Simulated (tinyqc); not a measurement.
# Effect of surface-potential fluctuations

The band bending varies over the area as a Gaussian of deviation ss (in units of Vt), so Gp/w = q Dit times the Gaussian mean of ln(1 + y^2)/(2 y), y = x exp(-u), u of deviation ss, x = w tau at the mean bending. Listed: the x of the peak, its height over q Dit, the Dit that the rule Gp/w = 0.40237 q Dit would give, and Gp/w at five times the peak frequency over the peak.

Values chosen for this exercise:
- Dit = 2.5e12 cm^-2 eV^-1 (interface trap density)

Constants: q = 1.602176634e-19 C. Results are converted to the units shown.

Result of one run:
```
x at the peak	height/(q Dit)	peak Gp/w (nF/cm^2)	apparent Dit (cm^-2 eV^-1)	ratio at 5 f_peak
2.294	0.2967	118.8	1.843e12	0.7356
```

Which deviation of the band bending over Vt ss gave this result: 0.43, 0.86, 1.29 or 1.71?

ss = 1.29.

The whole series:
```
ss	x at the peak	height/(q Dit)	peak Gp/w (nF/cm^2)	apparent Dit (cm^-2 eV^-1)	ratio at 5 f_peak
0	1.980	0.4024	161.2	2.500e12	0.5767
0.43	2.055	0.3826	153.3	2.377e12	0.6012
0.86	2.183	0.3405	136.4	2.116e12	0.6646
1.29	2.294	0.2967	118.8	1.843e12	0.7356
1.71	2.379	0.2592	103.8	1.611e12	0.7938
2.14	2.445	0.2273	91.04	1.412e12	0.8391
2.57	2.496	0.2011	80.57	1.250e12	0.8727
3	2.535	0.1797	71.97	1.116e12	0.8976
```

The height falls from 0.402 to 0.180 and the ratio at five times the peak frequency rises from 0.577 to 0.898: the peak grows lower and wider, as patches with different time constants add. The uncorrected rule understates Dit by a factor of 2.24 in the last row; the width ratio gives ss and so the correction.

Computed by the program tinyqc: `OMP_NUM_THREADS=1 python tinyqc.py 2030101 2030102 out.jsonl`, one thread of a shared Intel Xeon 2.30GHz, about 0.02 s for the whole run.
